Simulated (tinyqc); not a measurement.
Two-dimensional electron gas with Rashba and Dresselhaus coupling, step by step. Values are carried at full precision from step to step, so a last printed digit may differ when a step is redone from the rounded ones.

H = c k^2/m + al (ky sx - kx sy) + b1 (kx sx - ky sy) + gam kx ky (kx sy - ky sx), s the Pauli matrices, x = [100], c = hbar^2/2m0, b1 = gam (pi/L)^2 (hard walls). H = c k^2/m + B.s, so E = c k^2/m -/+ |B| and the lower state has its spin along -B.

Constants: hbar^2/2m0 = 3.80998211 eV angstrom^2; hbar = 6.58211957e-16 eV s.

Inputs chosen for the exercise (of the size met in GaN; the results hold for these values, not for the real material):
```
symbol  value   unit           meaning
m       0.2372  m0             mass
al      0.0065  eV angstrom    Rashba constant
gam     0       eV angstrom^3  bulk Dresselhaus constant
L       249     angstrom       width of the (001) well
n       3       1e11/cm^2      sheet density (one subband filled)
phi     135     degrees        angle of k from [100]
```

## Scales

b1; mean Fermi wave vector k0 = sqrt(2 pi n) (1e11/cm^2 = 1e-5/angstrom^2); E0 = c k0^2/m; b3 = gam k0^2/4; kR = al m/(2c) and ER = al kR/2, the shift and depth of a pure Rashba band.

b1 = 0 eV angstrom
k0 = 0.01373 1/angstrom
E0 = 3.028 meV
b3 = 0 eV angstrom
kR = 0.0002023 1/angstrom
ER = 0.0006576 meV

There is no Dresselhaus term; kR is 1.5 % of k0.

## Spin-orbit field at one point of the Fermi circle

k = k0 (cos phi, sin phi). Form B, the splitting 2|B| and the direction of the lower spin, atan2(-By, -Bx).

Bx, By (meV): [0.0631, 0.0631]

splitting = 0.1785 meV
direction of the lower spin = -135.0 degrees

## The matrix

H = [[E0, Bx - i By], [Bx + i By, E0]] in meV; diagonalise. Precession period h/(2|B|) = 2 pi hbar/(splitting).

H (meV), rows up, down and columns alike:
```
[[3.0277, 0.0631-0.0631i],
 [0.0631+0.0631i, 3.0277]]
```

levels (meV): [2.9384, 3.1169]

period = 23.2 ps

## The two wave vectors at the energy E0 along this direction

Solve c k^2/m -/+ |B(k)| = E0. The spin turns by (k_outer - k_inner) per length, so a half turn takes pi/(difference).

k (1/angstrom): outer 0.013933, inner 0.013529

difference = 0.0004047 1/angstrom
length of a half turn = 776.3 nm

For linear terms alone the difference is (m/c)|B|/k, whatever the energy: every electron along this direction turns alike, the basis of the spin transistor.

## Checks

- Difference of the Fermi wave vectors without Dresselhaus terms against al m/c: both 0.00040467.

Program tinyqc; command `OMP_NUM_THREADS=1 python tinyqc.py 1450543 1450544 out.jsonl`; about 0.01 s on one thread of a shared Intel(R) Xeon(R) Processor @ 2.30GHz.
